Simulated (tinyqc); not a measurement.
# Worked calculation: voltage acceleration of oxide breakdown, four models on the same data

Computed by the program tinyqc: `OMP_NUM_THREADS=1 python tinyqc.py 2070113 2070114 out.jsonl`, one thread of a shared Intel Xeon 2.30GHz, about 0.01 s for the whole run. Printed values are rounded.

Field E = V/tox in MV/cm. Models: ln(t63/1 s) = a - c X with X = E (E model), -1/E (1/E model), ln V (power law, c the exponent n) or sqrt(E).

Inputs (values chosen for the exercise): oxide thickness tox = 5.9 nm; use voltage Vu = 3.2 V; stress temperature Ts = 398 K; use temperature Tu = 328 K; activation energy Ea = 0.6 eV; factor for area and percentile ks = 2.9e-5.

Constants: q = 1.602176634e-19 C, kB = 1.380649e-23 J/K. Results are converted to the units shown.

Range of the model: All four laws are empirical fits; none is established far below the stress range.

## Fitting the models

```
stress,V (V),t63 (s)
0,5.36,60510
1,6.11,770
2,7.29,4.942
```

The three stress times were made with the 1/E model, c = 323, and are treated as data. For each model fit ln t63 on X by least squares over the three points.

```
model,c,a,largest misfit in ln t63 (0: below 0.002)
E,2.84594,36.5819,0.463236
1/E,322.999,-24.5434,0.000000
power,30.4932,62.0723,0.235490
sqrt E,18.6577,67.0385,0.350642
```

The worst misfit of any model is 0.46 in ln t63, a factor of 1.59 in time, comparable to the scatter of t63 from small samples, so such data hardly tell the models apart.

## Projection to use conditions

Project to Vu, multiply by exp[(Ea q/kB)(1/Tu - 1/Ts)] and by ks; ten years are 3.15576e8 s. The largest voltage for ten years solves the same relation for V.

temperature factor = 41.8264

```
model,lifetime (years),largest voltage for ten years (V)
E,0.0586803,2.13478
1/E,61546.7,3.74930
power,13.7651,3.23371
sqrt E,0.673620,2.81499
```

The lifetimes span 6.02 decades, from the E model (most cautious) to the 1/E model; the allowed voltage spans 2.13 to 3.75 V. 2 of the four models pass ten years at Vu. Lifetimes beyond a thousand years are formal extrapolations.
